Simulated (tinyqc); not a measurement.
Inside a calculation. Method: exchange-only LDA atom on a uniform radial grid, spin-unpolarised, for Be(2+). Computed by tinyqc, a small Python program that keeps every step. Settings: Z = 4, points = 256, R = 7.1, functional = Slater exchange alone, mixing = 0.2, iteration cap = 85. Command: `OMP_NUM_THREADS=1 python tinyqc.py 22153 22154 out.jsonl` (the two numbers bound the seeds that draw the settings). One thread of a shared host (Intel(R) Xeon(R) Processor @ 2.60GHz), about 0.8 s of CPU time with the checks. Later iterations appear only in the table of the cycle.

## Iteration 1

Spherical atom on a uniform radial grid r_j = j h with h = R/(N + 1), h sum u^2 = 1 and integrals as h times sums, u(0) = u(R) = 0 (atomic units):
```
parameter,value
Z,4
points N,256
R,7.100000
h,0.027626
mixing,0.200000
electrons in 1s,2
```

Three-point differences turn -u''/2 + [l(l+1)/2r^2 - Z/r + V] u = e u into a tridiagonal matrix (diagonal 1/h^2 + potential, off-diagonal -1/2h^2). D = sum f u^2; the Hartree potential y/r solves y'' = -D/r with y(0) = 0, y(R) = N_e; v_xc comes from rho = D/(4 pi r^2); E = sum f e - int D V + int D (V_H/2 + eps_xc); V(new) = V + mixing (V_H + v_xc - V).

eigenvalues (hartree): 1s -7.9757

Every 16th grid point:
```
r,V in,u(1s),D,V_H,v_xc
0.4420,0.0000,1.2076,2.9167,4.1587,-1.0429
0.8840,0.0000,0.4137,0.3422,2.2535,-0.3216
1.3261,0.0000,0.1063,0.0226,1.5080,-0.0992
1.7681,0.0000,0.0243,0.0012,1.1312,-0.0306
2.2101,0.0000,0.0052,5.40e-05,0.9049,-0.0094
2.6521,0.0000,0.0011,2.28e-06,0.7541,-0.0029
3.0942,0.0000,2.13e-04,9.10e-08,0.6464,-0.0009
3.5362,0.0000,4.18e-05,3.49e-09,0.5656,-2.77e-04
3.9782,0.0000,8.05e-06,1.29e-10,0.5027,-8.54e-05
4.4202,0.0000,1.53e-06,0,0.4525,-2.63e-05
4.8623,0.0000,2.88e-07,0,0.4113,0.0000
5.3043,0.0000,5.39e-08,0,0.3771,0.0000
5.7463,0.0000,1.00e-08,0,0.3480,0.0000
6.1883,0.0000,1.84e-09,0,0.3232,0.0000
6.6304,0.0000,3.29e-10,0,0.3016,0.0000
7.0724,0.0000,1.18e-11,0,0.2828,0.0000
```

total energy = -13.097496 hartree

## Iteration 2

As before.

eigenvalues (hartree): 1s -7.2654

Every 16th grid point:
```
r,V in,u(1s),D,V_H,v_xc
0.4420,0.6232,1.2102,2.9290,4.1322,-1.0444
0.8840,0.3864,0.4352,0.3787,2.2518,-0.3327
1.3261,0.2818,0.1185,0.0281,1.5079,-0.1067
1.7681,0.2201,0.0289,0.0017,1.1312,-0.0343
2.2101,0.1791,0.0066,8.73e-05,0.9049,-0.0111
2.6521,0.1502,0.0015,4.24e-06,0.7541,-0.0036
3.0942,0.1291,3.12e-04,1.95e-07,0.6464,-0.0012
3.5362,0.1131,6.57e-05,8.64e-09,0.5656,-3.74e-04
3.9782,0.1005,1.36e-05,3.71e-10,0.5027,-1.21e-04
4.4202,0.0905,2.79e-06,1.56e-11,0.4525,-3.93e-05
4.8623,0.0823,5.67e-07,0,0.4113,-1.27e-05
5.3043,0.0754,1.14e-07,0,0.3771,0.0000
5.7463,0.0696,2.29e-08,0,0.3480,0.0000
6.1883,0.0646,4.54e-09,0,0.3232,0.0000
6.6304,0.0603,8.72e-10,0,0.3016,0.0000
7.0724,0.0566,3.27e-11,0,0.2828,0.0000
```

total energy = -13.152922 hartree

## Iteration 3

As before.

eigenvalues (hartree): 1s -6.7107

Every 16th grid point:
```
r,V in,u(1s),D,V_H,v_xc
0.4420,1.1161,1.2114,2.9348,4.1095,-1.0451
0.8840,0.6929,0.4528,0.4101,2.2502,-0.3416
1.3261,0.5056,0.1293,0.0334,1.5078,-0.1130
1.7681,0.3955,0.0331,0.0022,1.1311,-0.0376
2.2101,0.3221,0.0080,1.28e-04,0.9049,-0.0126
2.6521,0.2703,0.0019,6.97e-06,0.7541,-0.0042
3.0942,0.2323,4.24e-04,3.60e-07,0.6464,-0.0014
3.5362,0.2035,9.47e-05,1.79e-08,0.5656,-4.78e-04
3.9782,0.1809,2.08e-05,8.69e-10,0.5027,-1.61e-04
4.4202,0.1629,4.54e-06,4.12e-11,0.4525,-5.43e-05
4.8623,0.1481,9.79e-07,0,0.4113,-1.83e-05
5.3043,0.1357,2.10e-07,0,0.3771,0.0000
5.7463,0.1253,4.46e-08,0,0.3480,0.0000
6.1883,0.1163,9.43e-09,0,0.3232,0.0000
6.6304,0.1086,1.92e-09,0,0.3016,0.0000
7.0724,0.1018,7.41e-11,0,0.2828,0.0000
```

total energy = -13.188724 hartree

## Convergence

Stop when input and output potentials agree to 1e-7.

Course of the cycle (hartree):
```
iteration,E,e(1s),largest |V(out) - V(in)|
1,-13.097496,-7.9757,4.88e+00
2,-13.152922,-7.2654,3.80e+00
3,-13.188724,-6.7107,2.95e+00
4,-13.211513,-6.2772,2.30e+00
5,-13.225834,-5.9383,1.79e+00
6,-13.234735,-5.6731,1.39e+00
7,-13.240215,-5.4655,1.08e+00
8,-13.243563,-5.3028,8.36e-01
9,-13.245596,-5.1753,6.49e-01
10,-13.246824,-5.0753,5.03e-01
11,-13.247563,-4.9968,3.91e-01
...,...,...,...
66,-13.248662,-4.7085,9.41e-07
67,-13.248662,-4.7085,7.50e-07
68,-13.248662,-4.7085,5.98e-07
69,-13.248662,-4.7085,4.77e-07
70,-13.248662,-4.7085,3.81e-07
71,-13.248662,-4.7085,3.04e-07
72,-13.248662,-4.7085,2.42e-07
73,-13.248662,-4.7085,1.93e-07
74,-13.248662,-4.7085,1.54e-07
75,-13.248662,-4.7085,1.23e-07
76,-13.248662,-4.7085,9.81e-08
```

Converged in 76 iterations. A uniform grid resolves the cusp poorly: for a bare nucleus this grid gives 1s at -7.97572 against -Z^2/2 = -8 hartree. Before convergence this energy mixes input and output and is not variational, so it may rise towards its limit.
